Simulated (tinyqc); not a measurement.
Donor level screened by free carriers (Yukawa potential): one step. One-parameter trial function. Three cases, with inputs chosen for the exercise.

Question. For exp(-z r): E(z) = z^2 - 8 z^3/(2z + x)^2 in Ry*. Scan z = 0.5, 0.6, ..., 1.1, then minimise; first order gives -1 + 2x.

Potential -(q/(eps r)) exp(-ks r), q = e^2/(4 pi eps0). In units Ry* = Ry m/eps^2 and a* = a0 eps/m the problem is [-Laplacian - 2 exp(-x r)/r] psi = E psi with x = ks a*.

Give: Scan (Ry*); best z; E; binding.

Case 1.

x = 0.237393
Ry* = 57.26277 meV

Answer.

Scan (Ry*):
```
z    kinetic  potential        E
0.5   0.2500    -0.6531  -0.4031
0.6   0.3600    -0.8364  -0.4764
0.7   0.4900    -1.0235  -0.5335
0.8   0.6400    -1.2133  -0.5733
0.9   0.8100    -1.4050  -0.5950
1.0   1.0000    -1.5981  -0.5981
1.1   1.2100    -1.7923  -0.5823
```

best z = 0.967
E = -0.5991 Ry*
binding = 34.31 meV

First order in x would give -0.525 Ry*, a rigid shift by q ks/eps; it overstates the loss of binding by 0.074 Ry*.

Case 2.

x = 0.770846
Ry* = 9.18559 meV

Answer.

Scan (Ry*):
```
z    kinetic  potential        E
0.5   0.2500    -0.3189  -0.0689
0.6   0.3600    -0.4449  -0.0849
0.7   0.4900    -0.5823  -0.0923
0.8   0.6400    -0.7287  -0.0887
0.9   0.8100    -0.8824  -0.0724
1.0   1.0000    -1.0420  -0.0420
1.1   1.2100    -1.2064   0.0036
```

best z = 0.720
E = -0.0925 Ry*
binding = 0.85 meV

First order in x would give 0.542 Ry*, a rigid shift by q ks/eps; it overstates the loss of binding by 0.634 Ry*.

Case 3.

x = 0.205624
Ry* = 30.60339 meV

Answer.

Scan (Ry*):
```
z    kinetic  potential        E
0.5   0.2500    -0.6880  -0.4380
0.6   0.3600    -0.8746  -0.5146
0.7   0.4900    -1.0644  -0.5744
0.8   0.6400    -1.2563  -0.6163
0.9   0.8100    -1.4498  -0.6398
1.0   1.0000    -1.6445  -0.6445
1.1   1.2100    -1.8400  -0.6300
```

best z = 0.974
E = -0.6451 Ry*
binding = 19.74 meV

First order in x would give -0.589 Ry*, a rigid shift by q ks/eps; it overstates the loss of binding by 0.056 Ry*.

Computed by tinyqc, one run a case: `OMP_NUM_THREADS=1 python tinyqc.py N N+1 out.jsonl` with N = 1282649, 1282672, 1282707; one thread of a shared Intel(R) Xeon(R) Processor @ 2.30GHz, about 0.02 s a run at most.
